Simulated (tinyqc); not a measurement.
Inside a calculation. Method: coherent transport through a tight-binding region between two chains. One step of it, computed by the program tinyqc.

Question. Transmission at E = 0.52 eV. Surface Green function g = (E - i sqrt(4 t^2 - E^2)) / (2 t^2); self-energy tc^2 g on each contact site; G = (E - H - Sigma)^(-1); Gamma = -2 Im Sigma; T = Gamma_L Gamma_R |G_LR|^2; local density of states -Im G_ii / pi.

H of the central region (eV), lower triangle:
```
           1          2          3          4         5
1   0.000000
2  -1.260000   0.000000
3   0.000000  -1.260000   0.000000
4   0.000000   0.000000  -1.260000   0.000000
5  -1.260000   0.000000   0.000000  -1.260000  0.000000
```

Leads: semi-infinite chains with site energy 0:
```
parameter                           value
lead hopping t (eV)              2.890000
coupling to the left lead (eV)   0.230000
coupling to the right lead (eV)  1.060000
left contact site                       1
right contact site                      4
```

E = 0.520000 eV

Give: g; G; local density of states; transmission.

Answer.

g = 0.031-0.345i 1/eV

G (1/eV), lower triangle:
```
               1              2              3             4
1   0.112-0.028i
2   0.375-0.028i   0.112-0.030i
3  -0.266+0.039i   0.372+0.040i   0.113-0.056i
4  -0.265+0.012i  -0.265+0.013i   0.375-0.017i  0.111-0.006i
5   0.372+0.038i  -0.266+0.036i  -0.262-0.053i  0.375-0.014i

              5
5  0.114-0.057i
```

local density of states (1/eV): 0.009  0.010  0.018  0.002  0.018

transmission = 1.99e-03
